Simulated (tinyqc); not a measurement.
Range and order of the fit: effective mass of the light-hole band from tabulated energies.

c = hbar^2/2m0.
Constants: hbar^2/2m0 = 3.80998211 eV angstrom^2.

Energies along [100], from the band edge downward:

| k (1/angstrom) | E (meV) |
|---|---|
| 0.000000 | 0.00000 |
| 0.006300 | 1.31400 |
| 0.012600 | 5.23760 |
| 0.018900 | 11.71580 |
| 0.025200 | 20.66050 |
| 0.031500 | 31.95400 |
| 0.037800 | 45.45460 |
| 0.044100 | 61.00230 |
| 0.050400 | 78.42420 |

reference mass (curvature of the model at k = 0.0001 1/angstrom) = 0.114943 m0

Least-squares fits of E = a k^2 (+ b k^4 + d k^6) over points 1 to n, and the line y = c k^2/E against E; errors of m against the reference.

Results:

| n | E at point n (meV) | one term (%) | two terms (%) | three terms (%) | line (%) | rms residual, one term (meV) |
|---|---|---|---|---|---|---|
| 3 | 11.7 | 0.96 | 0.01 | 0.00 | 0.00 | 0.017 |
| 4 | 20.7 | 1.63 | 0.02 | 0.00 | 0.00 | 0.052 |
| 5 | 32.0 | 2.45 | 0.05 | 0.00 | -0.01 | 0.120 |
| 6 | 45.5 | 3.44 | 0.10 | 0.00 | -0.01 | 0.234 |
| 7 | 61.0 | 4.58 | 0.18 | 0.01 | -0.02 | 0.410 |
| 8 | 78.4 | 5.86 | 0.29 | 0.02 | -0.04 | 0.662 |

What does the comparison show?

The error of the parabola goes from +0.96 to +5.86 % as the range widens, and at n = 8 its residual, 0.66 meV, is only 0.8 % of the top energy: a small residual does not vouch for the mass. Over the full range (n = 8) the best form is three terms (0.02 %); the line errs by 0.00 % at n = 3 and -0.04 % at n = 8. Without scatter, a narrower range or a second term is the cure: at n = 8 the errors are +5.86, +0.29 and +0.02 % for one, two and three terms. Three terms on three points interpolate exactly.

Run: tinyqc, `OMP_NUM_THREADS=1 python tinyqc.py 1880144 1880145 out.jsonl`; Intel(R) Xeon(R) Processor @ 2.30GHz, one thread, shared host; about 0.01 s of CPU time with all checks.
